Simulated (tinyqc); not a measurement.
Dopants and charged point defects at anneal temperature: Fermi-level effect, clustering and pairing: one step, computed by the program tinyqc. Command: `OMP_NUM_THREADS=1 python tinyqc.py 3011011 3011012 out.jsonl pairing walk`. One thread of a shared host (Intel(R) Xeon(R) Processor @ 2.30GHz), about 0.01 s of CPU time with the checks.

Boltzmann statistics and full ionisation of active dopants. Energies are counted from the valence band; the defect (a vacancy or self-interstitial) has five charge states, with all degeneracy factors one.

Problem. The host at the anneal temperature. E_g = E_g0 - alpha T^2/(T + beta). N_c = 2 M_c (2 pi m_e k_B T/h^2)^(3/2) and N_v = 2 (2 pi m_h k_B T/h^2)^(3/2), masses in units of m_0. n_i = sqrt(N_c N_v) exp(-E_g/2 k_B T); E_i = E_g/2 + (k_B T/2) ln(N_v/N_c).

Inputs (values chosen for the exercise, with bands modelled on silicon):

| quantity | value | unit |
|---|---|---|
| gap at 0 K E_g0 | 1.17 | eV |
| Varshni alpha | 0.000487 | eV/K |
| Varshni beta | 644 | K |
| electron mass m_e | 0.317 | m_0 |
| valleys M_c | 6 | - |
| hole mass m_h | 0.833 | m_0 |
| anneal temperature T | 960 | K |

Dopant: donor. Second part: pairing with a mobile impurity.

Constants: m_0 = 9.1093837015e-31 kg; k_B = 1.380649e-23 J/K; h = 6.62607015e-34 J s; k_B = 8.617333262e-05 eV/K.

Give: E_g; k_B T; n_i; E_i; effective density of states N_b of the majority band.

Solution.

E_g = 0.89019 eV

k_B T = 0.082726 eV

n_i = 5.9705e+17 cm^-3

E_i = 0.43092 eV

effective density of states N_b of the majority band = 1.5383e+20 cm^-3
